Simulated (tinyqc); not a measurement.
# From critical angle of the film back to film density rho

Model: X-ray reflectivity of a thin film on silicon: critical angles, Parratt recursion, fringes and roughness. Computed by tinyqc, a small Python program. Command: `OMP_NUM_THREADS=1 python tinyqc.py 3121010 3121011 out.jsonl xrr inv`. One thread of a shared host (Intel(R) Xeon(R) Processor @ 2.30GHz), about 0.01 s of CPU time with the checks.

n = 1 - delta + i beta; the classical electron radius is r_e = 2.8179403e-6 nm. Layer 0 is vacuum, 1 the film, 2 the substrate.

Inputs (values chosen for the exercise, modelled on a porous low-k film on silicon, copper K-alpha radiation):
```
quantity                                        value    unit
wavelength lambda                             0.15406      nm
effective electrons per unit mass, film         0.523   mol/g
beta/delta, film                               0.0099       -
substrate density                                2.33  g/cm^3
effective electrons per unit mass, substrate    0.507   mol/g
beta/delta, substrate                           0.023       -
```

Constants: N_A = 6.02214076e+23 1/mol.

Method. delta = r_e lambda^2 rho_e/(2 pi), rho_e = density x electrons per mass x N_A; critical angle sqrt(2 delta), q_c = 4 sqrt(pi r_e rho_e).

Question. A run gave the result below. Find the film density rho, known to lie between 1.2 and 1.9 g/cm^3.

critical angle of the film = 0.1779136 degrees

Answer.

Each step takes the trial c = (a f_b - b f_a)/(f_b - f_a), f being the result less the target and a, b, c the logarithms of the listed values; c replaces end b, the old b replaces a if the sign of f changed, and otherwise f_a is halved.

Scan of the range:
```
film density rho (g/cm^3)  critical angle of the film (degrees)
1.20                                                   0.162525
1.30                                                   0.169161
1.40                                                   0.175547
1.51                                                   0.182313
1.63                                                   0.189419
1.76                                                   0.196828
1.90                                                   0.204506
```

False position (Illinois rule, in the logarithm of the input) inside the bracket:
```
step    end a    end b    trial  critical angle of the film (degrees)
1     1.40000  1.51000  1.43753                              0.177885
2     1.51000  1.43753  1.43799                              0.177913
3     1.51000  1.43799  1.43801                              0.177914
4     1.43799  1.43801  1.43800                              0.177914
```

Critical angle of the film rises at every point of a 13-point scan of the range (every second point is shown), so one value fits; it is bracketed by 1.40 and 1.51. The scan shows a pure power law with exponent 0.5000, so scaling from any one row also gives the answer directly. Answer: film density rho = 1.438 g/cm^3.
